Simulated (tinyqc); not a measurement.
# Worked calculation: surface potential of a MOS transistor: implicit equation and explicit approximations

Computed by the program tinyqc: `OMP_NUM_THREADS=1 python tinyqc.py 2122179 2122180 out.jsonl`, one thread of a shared Intel Xeon 2.30GHz, about 0.01 s for the whole run. Printed values are rounded.

p-type body, charge-sheet picture, depletion and inversion only, full ionisation (an idealisation for deep acceptors), Boltzmann statistics (rough once Na exp(x - xn) passes about Nc/7). In units of Vt: xg = (Vg - Vfb)/Vt, x = psi/Vt, G = gamma/sqrt(Vt), xn = (2 phiF + Vc)/Vt. The implicit equation is (xg - x)^2 = G^2 [x - 1 + exp(x - xn)] for x above about 3. Cox = eps0 eox/tox.

Parameters, values chosen for the exercise; band and dielectric values close to those of silicon:

| symbol | value | unit | meaning |
|---|---|---|---|
| T | 300 | K | temperature |
| Eg | 1.12 | eV | band gap |
| eps_r | 11.8 |  | relative permittivity |
| Nc | 2.76e19 | cm^-3 | conduction-band density of states at T |
| Nv | 2.69e19 | cm^-3 | valence-band density of states at T |
| eox | 3.9 |  | relative permittivity of the gate insulator (close to silicon dioxide) |
| tox | 9.9 | nm | insulator thickness |
| Na | 8.5e16 | cm^-3 | acceptor density |
| Vfb | -0.31 | V | flat-band voltage |
| Vc | 1 | V | channel-body voltage |
| Vg | 2.6 | V | gate-body voltage |

Constants: q = 1.602176634e-19 C, kB = 1.380649e-23 J/K, Vt = kB T/q, eps0 = 8.8541878128e-14 F/cm where lengths are in cm. Results are converted to the units shown.

Range of the model: The electron quasi-Fermi level lies less than 2 Vt below the band edge at the surface, or above it, where degeneracy and confinement, left out, matter.

## Scales

ni = sqrt(Nc Nv) exp(-Eg/(2 Vt)), Eg in volts; phiF = Vt ln(Na/ni); gamma = sqrt(2 q eps0 eps_r Na)/Cox; VT = Vfb + Vt (xn + G sqrt(xn - 1)).

phiF = 0.410832 V
gamma = 0.483634 V^0.5
G = 3.00794
xn = 70.4651
VT = 2.15977 V
xg = 112.564

## Explicit approximation

Depletion value a = 1 + [sqrt(G^2/4 + xg - 1) - G/2]^2; inversion value b = xn + ln[(xg - xn)^2/G^2 - xn + 1] and first guess y = min(a, b) - ln(1 + exp(-|a - b|)) if a > xn + 1, else b = y = a; one second-order correction with D = exp(y - xn), p = 2 (xg - y) + G^2 (1 + D), w = (xg - y)^2 - G^2 (y - 1 + D): z = y + 2 w/(p + sqrt(p^2 - 2 (2 - G^2 D) w)), or the Newton step z = y + w/p where the root is not real.

a = 84.9962
b = 75.3047
y = 75.3046
p = 1227.30
w = -427.771
z = 74.8670

The root of the implicit equation is x = 74.8843; y misses it by 0.42 and z by -0.017, in units of Vt.

## Starting value

x = y rounded to two decimals.

x at the start = 75.3

## Iteration 1: new x

D = exp(x - xn), f = (xg - x)^2 - G^2 (x - 1 + D), f' = -2 (xg - x) - G^2 (1 + D), x(new) = x - f/f'.

D = 125.825
f = -422.080
f' = -1222.00
x after iteration 1 = 74.9546

## Iteration 2: new x

As before.

D = 89.0758
f = -60.6013
f' = -890.200
x after iteration 2 = 74.8865

## Course of the iteration

Stop when the step is below 1e-11, or after 60 iterations.

Course of the iteration:
```
iteration  x before the step       step
1                       75.3     -0.345
2                    74.9546    -0.0681
3                    74.8865   -2.18e-3
4                    74.8843   -2.12e-6
5                    74.8843  -2.02e-12
```

Converged in 5 iterations.

## Potential, charges and gate control

converged x = 74.8843

psi = Vt x; N_dep = Cox Vt G sqrt(x - 1)/q; N_inv = (Cox Vt G/q) [sqrt(x - 1 + exp(x - xn)) - sqrt(x - 1)]; dpsi/dVg = 1/[1 + G^2 (1 + exp(x - xn))/(2 (xg - x))].

psi = 1.93591 V
N_dep = 1.45515e12 cm^-2
N_inv = 6.6549e11 cm^-2
dpsi/dVg = 0.0901785

psi lies 4.4 Vt above 2 phiF + Vc.
